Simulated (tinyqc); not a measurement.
## Amplitude against the length of the filling pulse

In DLTS the amplitude of the capacitance transient follows the share of traps filled by the pulse. In the neutral layer an empty trap fills as 1 - exp(-tp/tc), tc = 1/(sn vth(T) Nd), vth(T) = vth (T/300 K)^0.5; emission during the pulse and slow capture at the depletion edge are neglected.

Inputs (values chosen for the exercise): thermal velocity at 300 K vth = 2.2e7 cm/s; shallow donor density Nd = 4.4e15 cm^-3; capture cross-section sn = 6.4e-17 cm^2; temperature of the transient T = 175 K.

Results:
```
tp (s),tp/tc,amplitude over its full value,ln(1 - that)
1.3e-8,0.06151,0.05966,-0.06151
2.6e-8,0.1230,0.1158,-0.1230
5.2e-8,0.2460,0.2181,-0.2460
1e-7,0.4732,0.3770,-0.4732
4.2e-7,1.987,0.8629,-1.987
8.3e-7,3.927,0.9803,-3.927
1.7e-6,8.044,0.9997,-8.044
```

Estimate the missing row, tp = 2.1e-7 s.

Computed row:
```
tp (s),tp/tc,amplitude over its full value,ln(1 - that)
2.1e-7,0.9936,0.6298,-0.9936
```

With this row back in the table: The amplitude rises from 0.0597 to 1.00 of its full value. The last column is linear in tp with slope -1/tc, tc = 2.11e-7 s, which gives the cross-section from Nd and vth, independently of the Arrhenius intercept; 99 % filling needs 9.73e-7 s.

Program tinyqc, `OMP_NUM_THREADS=1 python tinyqc.py 2050071 2050072 out.jsonl`; Intel Xeon 2.30GHz, shared host, one thread, about 0.01 s.
